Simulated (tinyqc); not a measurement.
One mass for the acceptor? Model: shallow acceptor in the spherical model (Baldereschi-Lipari), strong spin-orbit limit. Computed by tinyqc, a small Python program. Command: `OMP_NUM_THREADS=1 python tinyqc.py 3012404 3012405 out.jsonl acceptor walk`. One thread of a shared host (Intel(R) Xeon(R) Processor @ 2.30GHz), about 0.01 s of CPU time with the checks.

The 1S(3/2) state has an s envelope f(r) and a d envelope g(r). In effective units they obey -(f'' + 2f'/r + 2f/r) + mu (g'' + 5g'/r + 3g/r^2) = E f and -(g'' + 2g'/r - 6g/r^2 + 2g/r) + mu (f'' - f'/r) = E g. The cubic term, the split-off band and the central cell are left out.

Inputs (values chosen for the exercise, modelled on silicon):
```
quantity                 value  unit
Luttinger gamma_1         4.26     -
Luttinger gamma_2        0.327     -
Luttinger gamma_3         1.47     -
dielectric constant eps   11.8     -
spin-orbit gap Delta_so   44.4   meV
```

Constants: Ry = 13.605693123 eV; a_0 = 0.529177210903 angstrom.

Method:
- Ry* = Ry/(gamma_1 eps^2), a* = a_0 eps gamma_1, mu = (6 gamma_3 + 4 gamma_2)/(5 gamma_1), delta = (gamma_3 - gamma_2)/gamma_1; spherical masses 1/(gamma_1 (1 - mu)) (heavy) and 1/(gamma_1 (1 + mu)) (light).
- Basis: f_i = exp(-zeta_i r), g_i = r exp(-zeta_i r), weight r^2 dr, s = zeta_i + zeta_j. S_ff = 2/s^3, H_ff = zeta_i zeta_j S_ff - 2/s^2; S_gg = 24/s^5, H_gg = 8/s^3 + 24 zeta_i zeta_j/s^5 - 12/s^4; H(f_i, g_j) = mu (6 zeta_i^2/s^4 + 2 zeta_i/s^3); S_fg = 0. Each function is normalised by sqrt(S_ii).
- Large basis: zeta_i = 0.08 x 1.55^(i-1), i = 1..20 in each channel; overlap eigenvalues below 1e-11 are dropped.
- Binding energies are -E Ry*; the mass that fits is E(1S) eps^2/Ry.
- Hydrogenic binding Ry m/eps^2; the density-of-states mass is (m_H^(3/2) + m_L^(3/2))^(2/3); errors are against the large basis.

light-hole mass = 0.159094 m_0

heavy-hole mass = 0.447547 m_0

1S(3/2) binding energy = 28.9413 meV

1S binding energy:
```
mass                     value (m_0)  binding (meV)  error (%)
light hole                   0.15909         15.546    -46.285
1/gamma_1                    0.23474         22.938    -20.744
mean of heavy and light      0.30332         29.639      2.410
heavy hole                   0.44755         43.732     51.105
density of states            0.50874         49.711     71.764
```

What does the comparison show, and why?

The coupled result, 28.94 meV, lies between the 1/gamma_1 value (no coupling) and the heavy-hole value; the closest single rule here is "mean of heavy and light", off by +2.4 %. Caution: gamma_3 and gamma_2 differ by more than 0.17 gamma_1: band warping, left out here, adds several per cent to the binding. Caution: the binding exceeds a fifth of the spin-orbit gap Delta_so, so the split-off band, left out, matters.
